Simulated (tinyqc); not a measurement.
Atomic layer deposition: Langmuir saturation, growth per cycle and coating of deep features: one step, computed by the program tinyqc.

Precursor A sticks only on free sites, so a long enough pulse saturates; co-reactant B then frees the sites again.

Task: Exposure for a deep feature. Diffusion-limited filling (Gordon) of a round hole of diameter w: a saturation front at depth z needs dz/dt = D_K n/(z (4q/w)), with Knudsen D_K = w c/3 and F = n c/4; including the entrance and floor terms, t = (q/F)(1 + 19a/4 + 3a^2/2). Reaction-limited filling needs ln(100)/k_a at any depth, k_a = beta F/q. Flow is molecular. The front picture holds when the modulus a sqrt(beta) is well above 1. Depth reached by the given pulse: solve the same formula for a. Exposure = p x diffusion-limited time; 1 langmuir = 1.33322e-4 Pa s.

Inputs (values chosen for the exercise, modelled on aluminium oxide from trimethylaluminium and water):

| quantity | value | unit |
|---|---|---|
| site density q | 4.8 | 1/nm^2 |
| sticking probability beta on free sites | 0.0066 | - |
| precursor pressure p | 8.2 | Pa |
| temperature T | 250 | C |
| pulse time t | 0.0098 | s |
| aspect ratio a | 5.6 | - |

Feature: round hole.

flux F = 111321.3 1/(nm^2 s)

Give: diffusion-limited time; exposure; modulus; aspect ratio reached by the front in time t.

Result:

diffusion-limited time = 0.003218 s

exposure = 197.9 langmuir

modulus = 0.4549

aspect ratio reached by the front in time t = 10.80

Caution: the modulus is not well above 1 or the Gordon time is under three times ln(100)/k_a, so there is no sharp front: the Gordon time is only a lower bound and the reaction time must be met as well. Caution: the pulse is shorter than ln(100)/k_a, so even the open surface is not saturated and the depth reached has no meaning. Caution: the depth reached is formal here: it is under 2/sqrt(beta), so no sharp front has formed.
